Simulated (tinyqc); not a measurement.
Comparisons within one model: strain-driven crossing of the Gamma and L valleys in a germanium-like crystal alloyed with tin. A value that a table varies takes the place of the one given here.

Biaxial loads: e0 is the in-plane strain e_par and the normal is free. (001): e_perp = -2 (C12/C11) e_par; exx = eyy = e_par, ezz = e_perp, no shear. (111): e_perp = -(2 C11 + 4 C12 - 4 C44)/(C11 + 2 C12 + 4 C44) e_par; exx = eyy = ezz = (2 e_par + e_perp)/3 and exy = eyz = ezx = (e_perp - e_par)/3. (110): e_perp = -(C11 + 3 C12 - 2 C44)/(C11 + C12 + 2 C44) e_par; exx = eyy = (e_par + e_perp)/2, ezz = e_par, exy = (e_perp - e_par)/2, eyz = ezx = 0. Uniaxial loads: a stress along n, scaled so that n.e.n = e0, with exx = s11 sxx + s12 (syy + szz), exy = s44 sxy/2, s11 = (C11 + C12)/((C11 - C12)(C11 + 2 C12)), s12 = -C12/((C11 - C12)(C11 + 2 C12)), s44 = 1/C44.

Edges from the unstrained valence top: Gamma at Eg + ac tr(e); an L valley with unit axis u at EgL + aL tr(e) + XuL (u.e.u - tr(e)/3), u along [111], [1-1-1], [-11-1], [-1-11]; valence edges are the levels of the 6 x 6 matrix of X, Y, Z times spin with -Dso/3 + l exx + m (eyy + ezz) on the diagonal (cyclic), n exy off it, l = av + 2 b, m = av - b, n = sqrt(3) d. Spin-orbit term (Dso/3) L.sigma on X, Y, Z with (L_k)_ij = -i epsilon_kij: <X+|H|Y+> = -i Dso/3, <X+|H|Z-> = Dso/3, <Y+|H|Z-> = -i Dso/3, <Z+|H|X-> = -Dso/3, <Z+|H|Y-> = i Dso/3, <X-|H|Y-> = i Dso/3, and their conjugates; + and - are the spin along z.

With tin the unstrained gaps become E(y) = (1 - y) E + y EgS - CS y (1 - y); all other values are kept.
Constants: kB = 8.617333262e-05 eV/K.

Inputs chosen for the exercise (near those of Ge, gaps at low temperature; shifted at random, so the results belong to these values and not to a real crystal): Eg = 0.9 eV (gap at Gamma to the s-like level); EgL = 0.732 eV (gap to L); Dso = 0.286 eV (spin-orbit splitting); ac = -8.29 eV (conduction deformation potential); av = 1.23 eV (valence hydrostatic potential); b = -2.5 eV (tetragonal shear potential); d = -5.38 eV (trigonal shear potential); aL = -1.35 eV (hydrostatic potential of the L edge, Xd + Xu/3); XuL = 16.99 eV (uniaxial potential, L); y = 0.037 (tin fraction); EgS = (-0.44, 0.132) eV (Gamma and L gaps of the tin end); CS = (2.26, 0.81) eV (bowing of the Gamma and L gaps); C11 = 129.9 GPa; C12 = 48.1 GPa; C44 = 66.7 GPa; load = biaxial (001) (kind of strain); mG = 0.0417 m0 (mass at Gamma); mL = 0.542 m0 (density-of-states mass of the four L valleys together); T = 300 K (temperature); e0 = 0.0045 (size of the strain).

## Which strain makes the gap direct

For tension the difference Gamma minus lowest L is linear in e0; slope per 1 % and the e0 at which it vanishes (a dash: no crossing below 15 %), with the gap there.

Results:
```
load,slope (meV per 1 %),crossing e0 (%),gap at the crossing (eV)
biaxial (001),-87.4,1.02,0.592
biaxial (110),-25.2,3.53,0.010
biaxial (111),43.2,-,-
uniaxial [100],-31.9,2.79,0.559
uniaxial [111],-3.7,-,-
uniaxial [110],16.2,-,-
```

The smallest strain is needed for biaxial (001) (1.02 %), then uniaxial [100] (2.79 %). No crossing below 15 % is found for biaxial (111), uniaxial [111] and uniaxial [110]: shear splits the L valleys and pulls the lowest down nearly as fast as, or faster than, Gamma. Loads without off-diagonal strain, (001) and [100], gain (ac - aL) tr(e) = -69 meV per 1 % of volume. Crossings beyond about 3 % are sensitive to second-order terms, left out here. For uniaxial [111] the slope is a near cancellation, so terms beyond this linear model decide. A gap at or below zero marks a crossing beyond the range of this linear model.

## Sweep of a biaxial (001) strain

The valence splitting is the distance of the top two edges. Share in Gamma = mG^(3/2)/(mG^(3/2) + (mL^(3/2)/4) sum_i exp(-(E_Li - E_Gamma)/kT)).

Results:
```
e0 (%),direct gap (eV),indirect gap (eV),Gamma - L (meV),valence splitting (meV),share in Gamma (%)
-0.72,0.825,0.673,152,55,0.00599
-0.27,0.791,0.678,113,22,0.0274
0.17,0.742,0.668,74,15,0.121
0.62,0.664,0.629,35,59,0.553
1.06,0.584,0.588,-4,105,2.40
1.51,0.500,0.543,-43,154,10.1
1.95,0.416,0.497,-81,205,33.3
2.40,0.328,0.449,-121,258,69.6
```

Gamma drops below the lowest L valley between e0 = 0.62 and 1.06 %. The direct gap goes from 0.825 to 0.328 eV; of that change -0.123 eV comes from the rise of the valence top through the shear terms and the rest from the volume. The share in Gamma goes from 0.00599 to 69.6 %.

## What each parameter does

Direct gap, Gamma minus the lowest L edge and the valence splitting. Each row changes one parameter from the base and keeps the others.

Results:
```
case,direct gap (eV),Gamma - L (meV),valence splitting (meV)
base,0.6939,49.6,41.7
d = -6.187 eV,0.6939,49.6,41.7
C12 = 55.315 GPa,0.6971,53.1,44.5
e0 = 0.00382,0.7057,55.6,35.1
ac = -7.0465 eV,0.7009,56.7,41.7
C44 = 76.705 GPa,0.6939,49.6,41.7
aL = -1.1475 eV,0.6939,48.5,41.7
b = -2.875 eV,0.6902,49.6,48.3
```

The largest shifts from the base row, up to three for each result and ties (the steps differ in size, so this ranks the rows, not the parameters). direct gap (eV): e0 +0.0118, ac +0.0070, b -0.0037; unchanged at the printed digits by d, C44 and aL. Gamma - L (meV): ac +7.0, e0 +5.9, C12 +3.5; unchanged at the printed digits by d, C44 and b. valence splitting (meV): b +6.6, e0 -6.6, C12 +2.8; unchanged at the printed digits by d, ac, C44 and aL.

Run: tinyqc, `OMP_NUM_THREADS=1 python tinyqc.py 1050686 1050687 out.jsonl`; Intel(R) Xeon(R) Processor @ 2.30GHz, one thread, shared host; about 0.01 s of CPU time with all checks.
